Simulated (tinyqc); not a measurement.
Inside a calculation. Method: plane-wave Kohn-Sham cycle with exchange-only LDA in a layered model solid. One step of it, computed by the program tinyqc.

Problem. Iteration 1: potential. V_H(G) = 4 pi rho(G)/G^2 for G != 0 (uniform background); v_x = -(3 rho/pi)^(1/3); V = V_ext + V_H + v_x; Fourier components f(G_m) = (1/N) sum_j f(x_j) exp(-i G_m x_j).

A solid whose potential varies along x alone (atomic units):
```
parameter                      value
period a                   15.200000
cross-section of the cell  30.000000
electrons per cell                 2
grid points                       16
plane waves -n..n, n               3
k points                           1
V1 in V1 cos(2 pi x/a)     -0.360000
V2 in V2 cos(4 pi x/a)     -0.220000
```

density at the start, on the grid x_j = j a/N (e/bohr^3): [0.00438596, 0.00438596, 0.00438596, 0.00438596, 0.00438596, 0.00438596, 0.00438596, 0.00438596, 0.00438596, 0.00438596, 0.00438596, 0.00438596, 0.00438596, 0.00438596, 0.00438596, 0.00438596]

Give: Potentials on the grid; V(G_m), m = 0, 1, 2, ....

Solution.

Potentials on the grid (hartree):
```
x          V_ext     V_H      v_x        V
0.0000   -0.5800  0.0000  -0.1612  -0.7412
0.9500   -0.4882  0.0000  -0.1612  -0.6494
1.9000   -0.2546  0.0000  -0.1612  -0.4158
2.8500    0.0178  0.0000  -0.1612  -0.1434
3.8000    0.2200  0.0000  -0.1612   0.0588
4.7500    0.2933  0.0000  -0.1612   0.1321
5.7000    0.2546  0.0000  -0.1612   0.0934
6.6500    0.1770  0.0000  -0.1612   0.0158
7.6000    0.1400  0.0000  -0.1612  -0.0212
8.5500    0.1770  0.0000  -0.1612   0.0158
9.5000    0.2546  0.0000  -0.1612   0.0934
10.4500   0.2933  0.0000  -0.1612   0.1321
11.4000   0.2200  0.0000  -0.1612   0.0588
12.3500   0.0178  0.0000  -0.1612  -0.1434
13.3000  -0.2546  0.0000  -0.1612  -0.4158
14.2500  -0.4882  0.0000  -0.1612  -0.6494
```

V(G_m), m = 0, 1, 2, ... (hartree): [-0.1612, -0.1800, -0.1100, 0.0000, 0.0000, 0.0000, 0.0000]
